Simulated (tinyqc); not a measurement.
Comparisons within one model: configuration-coordinate model of carrier capture at a defect. A value that a table varies takes the place of the one given here.

Two parabolas of equal curvature k in one coordinate Q: with the carrier free at the band edge, U_f = k Q^2/2; with the carrier trapped, U_t = k (Q - dQ)^2/2 - ET. ER = k dQ^2/2, Huang-Rhys factor S = ER/hw, hw = 0.0646541 sqrt(k/M) eV for k in eV/angstrom^2 and M in u. The curves cross at a height Eb = (ER - ET)^2/(4 ER) above the free minimum.

Multiphonon factor for giving p = ET/hw phonons to the lattice: W = exp(-S (2 nb + 1)) ((nb + 1)/nb)^(p/2) I_p(x), nb = 1/(exp(hw/kT) - 1), x = 2 S sqrt(nb (nb + 1)), I_p the modified Bessel function. Classical limit: W = hw exp(-Eb/kT)/sqrt(4 pi ER kT). At T = 0: exp(-S) S^p/Gamma(p + 1).

Constants: kB = 8.617333262e-05 eV/K.

Values chosen for the exercise (of the size met at a vacancy centre in SiC; not measured data): ET = 0.9 eV (thermal depth of the level below the band edge); ER = 0.23 eV (relaxation energy); hw = 0.046 eV (phonon energy of the mode); T = 200 K (temperature).

## Capture against temperature

The local activation energy is -d ln W/d(1/kT), by central differences with T changed by 1 %.

Against T:

| T (K) | kT/hw | log10 W | log10 W, classical | activation energy (eV) |
|---|---|---|---|---|
| 40 | 0.075 | -6.314 | -61.814 | 0.0000 |
| 60 | 0.112 | -6.313 | -41.409 | 0.0001 |
| 80 | 0.150 | -6.308 | -31.225 | 0.0006 |
| 120 | 0.225 | -6.259 | -21.067 | 0.0058 |
| 160 | 0.300 | -6.146 | -16.007 | 0.0179 |
| 220 | 0.412 | -5.893 | -11.884 | 0.0454 |
| 300 | 0.562 | -5.497 | -8.971 | 0.0893 |
| 400 | 0.749 | -5.017 | -6.984 | 0.1438 |
| 550 | 1.030 | -4.411 | -5.377 | 0.2130 |

log10 W at T = 0 = -6.314
Eb = 0.4879 eV

At 40 K log10 W is -6.31, against -6.31 at T = 0 and -61.8 classically; at 550 K the two forms differ by +0.97. The activation energy read from an Arrhenius plot goes from 0.000 eV at 40 K to 0.213 at 550 K, with its largest value 0.213 at 550 K, against Eb = 0.488 eV; the classical form itself gives Eb - kT/2. A measured slope therefore understates the barrier.

## Capture against depth of the level

ET is varied at fixed ER, hw and T, as by moving the band edge with alloying or pressure.

Against ET:

| ET/ER | ET (eV) | Eb (eV) | log10 W | log10 W, classical |
|---|---|---|---|---|
| 0.10 | 0.023 | 0.0466 | -1.603 | -1.860 |
| 0.25 | 0.058 | 0.0323 | -1.292 | -1.501 |
| 0.50 | 0.115 | 0.0144 | -0.957 | -1.048 |
| 0.75 | 0.172 | 0.0036 | -0.800 | -0.776 |
| 1.00 | 0.230 | 0.0000 | -0.782 | -0.686 |
| 1.25 | 0.287 | 0.0036 | -0.876 | -0.776 |
| 1.50 | 0.345 | 0.0144 | -1.065 | -1.048 |
| 2.00 | 0.460 | 0.0575 | -1.675 | -2.135 |
| 3.00 | 0.690 | 0.2300 | -3.605 | -6.482 |

Capture is fastest at ET/ER = 1 among these rows, where the barrier vanishes or nearly so. The classical form is symmetric about ET = ER; the quantum one gives -0.96 at 0.5 and -1.06 at 1.5, against -1.05 for both. At ET = 3 ER it lies 2.9 decades above the classical value: deep levels capture by emitting many phonons, and the rate falls with depth by 8.4 decades per eV between the last two rows. Rows deeper than the gap of the host are formal.

## Phonon side bands at T = 0

Weights exp(-S) S^j/j! of the line with j phonons, S = ER/hw; absorption at ET + j hw, emission at ET - j hw (a dash if negative).

Lines:

| j | weight | absorption (eV) | emission (eV) |
|---|---|---|---|
| 0 | 0.00674 | 0.900 | 0.900 |
| 1 | 0.03369 | 0.946 | 0.854 |
| 2 | 0.08422 | 0.992 | 0.808 |
| 3 | 0.14037 | 1.038 | 0.762 |
| 4 | 0.17547 | 1.084 | 0.716 |
| 5 | 0.17547 | 1.130 | 0.670 |
| 6 | 0.14622 | 1.176 | 0.624 |
| 7 | 0.10444 | 1.222 | 0.578 |
| 8 | 0.06528 | 1.268 | 0.532 |
| 9 | 0.03627 | 1.314 | 0.486 |
| 10 | 0.01813 | 1.360 | 0.440 |
| 11 | 0.00824 | 1.406 | 0.394 |
| 12 | 0.00343 | 1.452 | 0.348 |
| 13 | 0.00132 | 1.498 | 0.302 |

The zero-phonon line holds 0.674 % of the band and the largest weight falls on j = 4 and 5, next to S = 5.00; the lines listed add to 0.9993.

## What each parameter does

Eb, log10 W and the full width 2.35482 sqrt(ER hw coth(hw/2kT)). Each row changes one parameter from the base and keeps the others.

Results:

| case | Eb (eV) | log10 W | full width (eV) |
|---|---|---|---|
| base | 0.4879 | -5.985 | 0.2596 |
| ET = 0.94 eV | 0.5479 | -6.492 | 0.2596 |
| ER = 0.28 eV | 0.3432 | -4.835 | 0.2865 |
| hw = 0.0552 eV | 0.4879 | -5.237 | 0.2763 |
| T = 230 K | 0.4879 | -5.845 | 0.2673 |

The largest shifts from the base row, up to three for each result and ties (the steps differ in size, so this ranks the rows, not the parameters). Eb (eV): ER -0.1447, ET +0.0600; unchanged at the printed digits by hw and T. log10 W: ER +1.149, hw +0.748, ET -0.507. full width (eV): ER +0.0268, hw +0.0167, T +0.0077; unchanged at the printed digits by ET.

Computed by tinyqc, a small Python program: `OMP_NUM_THREADS=1 python tinyqc.py 1450811 1450812 out.jsonl` (the numbers bound the seed that draws the inputs); one thread of a shared host (Intel(R) Xeon(R) Processor @ 2.30GHz), about 0.01 s for the whole set of steps.
